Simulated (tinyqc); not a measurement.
Comparisons within one model: conductance of a narrow metal strip with scatterers (square lattice, Green functions). A value that a table varies takes the place of the one given here.

A strip of W sites across with hard walls, site energy 0 and hopping -t. Mode n = 1 to W has profile chi_n(j) = sqrt(2/(W + 1)) sin(n j pi/(W + 1)) and energy en = -2t cos(n pi/(W + 1)); E = en - 2t cos(kn a). With z_n = exp(i kn a) (Im k > 0 for closed modes, |z| < 1) each lead gives the self-energy -t z_n in mode n. One column carries the site energies v, here a notch at the edge (a site raised out of reach). In the mode basis V_nm = sum_j chi_n(j) v_j chi_m(j), G = (E - en + 2 t z_n - V)^-1, and t_nm = 2t sqrt(sin(kn a) sin(km a)) G_nm in size for open modes. T = sum |t_nm|^2, conductance (2e^2/h) T.

Constants: e^2/h = 3.874045865e-05 S.

Inputs chosen for the exercise (hopping and spacing of the size met in Cu or Al; the lattice is a model; the results hold for these values, not for the real material): t = 1.27 eV (hopping); W = 3 (sites across); v = (50, 0, 0) eV (site energies in the scattering column); a = 2.68 angstrom (spacing); E = -2.27 eV (Fermi energy).

## Conductance steps with and without the scatterer

E is varied across the lower half of the band.

Against energy:
```
E/t    E (eV)  open modes       T  reflected
-3.30  -4.191           1  0.3485     0.6515
-2.95  -3.747           1  0.7295     0.2705
-2.65  -3.365           1  0.8535     0.1465
-2.30  -2.921           1  0.9387     0.0613
-1.95  -2.477           2  1.0087     0.9913
-1.65  -2.095           2  1.0520     0.9480
-1.30  -1.651           2  1.1124     0.8876
-0.95  -1.206           2  1.2272     0.7728
-0.65  -0.826           2  1.6240     0.3760
-0.30  -0.381           3  2.0015     0.9985
0.05    0.064           3  2.0018     0.9982
```

What can be read from the table?

The clean strip goes from 1 to 3 open modes. The reflected flux ranges from 0.061 (E/t = -2.3) to 0.998 (E/t = -0.3). A scatterer on one site acts on one combination of modes only, so it can reflect at most one unit.

## The same scatterer in wider strips

Width (W + 1) a; the strength is the entry of v largest in size. The notch stays one site deep. Added resistance (1/T - 1/M)/(2 e^2/h), M the number of open modes.

Against width:
```
W   width (angstrom)   M        T     T/M  added resistance (ohm)
3               10.7   2   1.0325  0.5162                  6047.2
4               13.4   2   1.5838  0.7919                  1695.6
5               16.1   3   2.0999  0.7000                  1844.1
6               18.8   3   2.6316  0.8772                   602.3
8               24.1   4   3.6782  0.9196                   282.3
10              29.5   5   4.7333  0.9467                   145.4
14              40.2   8   7.0242  0.8780                   224.1
20              56.3  11  10.2241  0.9295                    89.0
```

How do the results move?

The added resistance is 6047 ohm at W = 3 and 89.0 at W = 20; from W = 10 to 20 it changes by a factor 0.61, where 1/M gives 0.45 and 1/M^2 gives 0.21. A point scatterer removes at most one unit of M (here 0.27 to 0.98), so its resistance is at most 1/(M (M - 1)) in units of h/2e^2, without bound for M = 1, with jumps where modes open or where the site sits near a node of the open modes; the largest value is at W = 3 (6047 ohm).

## What each change does

Open modes M, T and the added resistance (1/T - 1/M)/(2 e^2/h). Each row changes one parameter from the base and keeps the others.

Results:
```
case                M       T  added resistance (ohm)
base                2  1.0325                    6047
t = 1.321 eV        2  1.0428                    5923
E = -2.17 eV        2  1.0436                    5914
v = (50, 50, 0) eV  2  0.7294                   11243
```

What can be read from the table?

The largest shifts from the base row, up to three for each result and ties (the steps differ in size, so this ranks the rows, not the parameters). M: unchanged at the printed digits by t, E and v. T: v -0.3031, E +0.0111, t +0.0104. added resistance (ohm): v +5195, E -133, t -124.

Run: tinyqc, `OMP_NUM_THREADS=1 python tinyqc.py 1481254 1481255 out.jsonl`; Intel(R) Xeon(R) Processor @ 2.30GHz, one thread, shared host; about 0.01 s of CPU time with all checks.
